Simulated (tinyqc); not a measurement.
What a faster ramp buys: rapid thermal processing of a wafer: radiative balance, ramp and cooling, pattern effects, pyrometer error and spike budget. Computed by tinyqc, a small Python program. Command: `OMP_NUM_THREADS=1 python tinyqc.py 3113562 3113563 out.jsonl rtp walk`. One thread of a shared host (Intel(R) Xeon(R) Processor @ 2.30GHz), about 0.05 s of CPU time with the checks.

The wafer is opaque and uniform through its thickness unless said otherwise; temperatures in formulas are in kelvin (C + 273.15). sigma = 5.670374419e-12 W/(cm^2 K^4).

Inputs (values chosen for the exercise, modelled on a hot silicon wafer): wafer thickness d = 725 micrometre; heat capacity per volume C = 2.25 J/(cm^3 K); thermal conductivity k = 0.29 W/(cm K); emissivity eps of each face = 0.6; reflectivity of the chamber walls r = 0.83; gas heat-transfer coefficient h, both faces together = 6.6 mW/(cm^2 K); wall temperature T_w = 500 K; process temperature = 627 C; starting temperature = 400 C; ramp rate = 61 K/s; activation energy of the process E_a = 1.24 eV.

Constants: k_B = 8.617333262e-05 eV/K.

Method:
- Effective emissivity between parallel grey plates: eps_eff = 1/(1/eps + 1/(1 - r) - 1). Loss per area q(T) = 2 eps_eff sigma (T^4 - T_w^4) + h (T - T_w).
- Absorbed power during a ramp = q(T) + C d x ramp rate; thermal time constant tau = C d/(dq/dT), dq/dT = 8 eps_eff sigma T^3 + h; natural cooling rate q/(C d); front-to-back difference under one-sided heating at the end of the ramp = (absorbed power) d/(2 k).
- Cooling with the lamps off: C d dT/dt = -q(T), integrated adaptively (relative tolerance 1e-10).
- Spike anneal: linear ramp to the peak, then lamps off. Equivalent time at the peak = int exp(-(E_a/k_B)(1/T - 1/T_peak)) dt; estimate (k_B T^2/E_a)(1/ramp rate + 1/cooling rate). The ramp part uses 4000 trapezoid steps, the cooling part 4000 steps over 4 tau.

time constant tau = 13.9996 s

holding power q = 3.66967 W/cm^2

natural cooling rate = 22.4960 K/s

Against the ramp rate:
```
ramp (K/s)  ramp part (s)  cooling part (s)  total (s)  power at the peak (W/cm^2)
10                 5.0200            2.6610     7.6810                        5.30
25                 2.0080            2.6610     4.6690                        7.75
50                 1.0040            2.6610     3.6650                       11.83
100                0.5020            2.6610     3.1630                       19.98
250                0.2008            2.6610     2.8618                       44.45
500                0.1004            2.6610     2.7614                       85.23
1000               0.0502            2.6610     2.7112                      166.79
```

What does the comparison show, and why?

From 10 to 100 K/s the total falls by a factor 2.4, from 100 to 1000 K/s by 1.17: the cooling part, 2.66 s, is a floor, and the natural cooling rate here is 22.5 K/s.

Extremes, crossings and ranges named in words are read from the listed rows.
